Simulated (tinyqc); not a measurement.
# Crystallisation kinetics and data retention of a phase-change cell: effect of the activation energy at a fixed measured point

Johnson-Mehl-Avrami-Kolmogorov law X = 1 - exp(-y^n), y = integral of k dt, k = (1/100 s) exp[-(Ec q/kB)(1/T - 1/T1)].

At fixed T the state fails at t = (-ln(1 - Xf))^(1/n)/k; ten years are 3.15576e8 s. k at T1 is held.

Inputs (values chosen for the exercise); values of the order of Ge-Sb-Te and related chalcogenides:
```
symbol,value,unit,meaning
T1,438,K,temperature at which the rate k is 1/(100 s)
n,2,,Avrami exponent
Xf,0.3,,crystalline share at which the state is lost
T,373,K,storage temperature
```

Constants: q = 1.602176634e-19 C, kB = 1.380649e-23 J/K. Results are converted to the units shown.

Result of one run:
```
Ec (eV)  temperature for ten years (K)  time to fail at T (years)
1.8                              330.7                   0.007696
```

What becomes of these results when the activation energy of crystallisation Ec is changed from 1.8 to 2.4 eV, all else the same?

Result of the changed run:
```
Ec (eV)  temperature for ten years (K)  time to fail at T (years)
2.4                              352.2                     0.1228
```

The whole series:
```
Ec (eV)  temperature for ten years (K)  time to fail at T (years)
1.5                              315.2                   0.001926
1.8                              330.7                   0.007696
2.1                              342.7                    0.03075
2.4                              352.2                     0.1228
2.7                              360.1                     0.4908
3                                366.6                      1.961
3.3                              372.1                      7.833
3.6                              376.8                      31.30
```

The ten-year temperature rises from 315 to 377 K, and the projected life at 373 K spans 4.21 decades: an error of 0.1 eV changes it by a factor of 1.59.

Range of the model: One Arrhenius rate is assumed; incubation, growth from the boundary and the non-Arrhenius kinetics of the supercooled liquid are left out.

tinyqc, about 0.04 s, one thread, Intel Xeon 2.30GHz (shared host): `OMP_NUM_THREADS=1 python tinyqc.py 2490137 2490138 out.jsonl`
